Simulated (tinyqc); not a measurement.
Conduction-band offset of an n-N heterojunction from carrier-profile moments: two steps of the calculation.

Layer 1 (x < 0) accumulates electrons and layer 2 (x > 0) is depleted. Boltzmann statistics. The bands bend down by V1 in layer 1 and up by V2 in layer 2, with V1 + V2 = VD = dE + Vt ln[(N2/Nc2)/(N1/Nc1)].

Inputs (values chosen for the exercise); values of the order of III-V alloys:
```
symbol,value,unit,meaning
T,300,K,temperature
eps_r,11.8,,relative permittivity of both layers
Nc1,2e17,cm^-3,density of states of the narrow-gap layer 1
Nc2,6.7e17,cm^-3,density of states of the wide-gap layer 2
dE,0.23,eV,conduction-band offset
N1,3e15,cm^-3,donor density in layer 1
N2,1.1e16,cm^-3,donor density in layer 2
si,0,cm^-2,fixed charge at the interface
```

Constants: q = 1.602176634e-19 C, kB = 1.380649e-23 J/K, Vt = kB T/q, eps0 = 8.8541878128e-14 F/cm where lengths are in cm. Results are converted to the units shown.

Question 1. Division of the diffusion potential. Sheet densities from the first integral: Q1 = sqrt((2 eps0 eps_r Vt N1/q)(exp(u1) - u1 - 1)) extra electrons, Q2 = sqrt((2 eps0 eps_r Vt N2/q)(exp(-u2) + u2 - 1)) missing ones, u = V/Vt; neutrality Q1 = Q2 + si. Q1 - Q2 rises steadily with V1, so V1 follows by bisection.

Give: VD; V1; V2; Q1; n at x = 0-; n at x = 0+.

Answer 1.

VD = 0.23234 V
V1 = 0.079966 V
V2 = 0.15237 V
Q1 = 1.3476e11 cm^-2
n at x = 0- = 6.6143e16 cm^-3
n at x = 0+ = 3.0318e13 cm^-3

n drops across the interface by 2180 = (Nc1/Nc2) exp(dE/Vt).

Question 2. Offset from the moments. A C-V profile smears n(x) but keeps its zeroth and first moments: si = -int (N - n) dx, VD = (q/(eps0 eps_r)) int (N - n) x dx, dE = VD - Vt ln[(N2/Nc2)/(N1/Nc1)]. Use the trapezoidal rule on each side.

```
left point  -x (nm)  n in layer 1 (cm^-3)
0                 0            6.61430e16
1              1.73            5.79091e16
2              10.5            3.35594e16
3              30.2            1.54084e16
4              63.7            7.61705e15
5               114            4.65281e15
6               183            3.54553e15
7               273            3.15165e15
8               386            3.03274e15
9               525            3.00509e15
```

```
right point  x (nm)  n in layer 2 (cm^-3)
0                 0            3.03179e13
1              22.8            1.58482e14
2              56.1            9.77728e14
3              95.1            3.63028e15
4               138            7.25823e15
5               185            9.64719e15
6               234            1.05885e16
7               286            1.08889e16
8               340            1.09719e16
9               397            1.09934e16
```

Find: si; VD; dE.

Answer 2.

si = 1.0846e10 cm^-2
VD = 0.23132 V
dE = 0.22899 eV

On these few points dE comes out -1.0 meV from the true 0.23 eV, and si misses by 1.1e10 cm^-2, 8.0 % of Q1.

Computed by the program tinyqc: `OMP_NUM_THREADS=1 python tinyqc.py 2410132 2410133 out.jsonl`, one thread of a shared Intel Xeon 2.30GHz, about 0.1 s for the whole run.
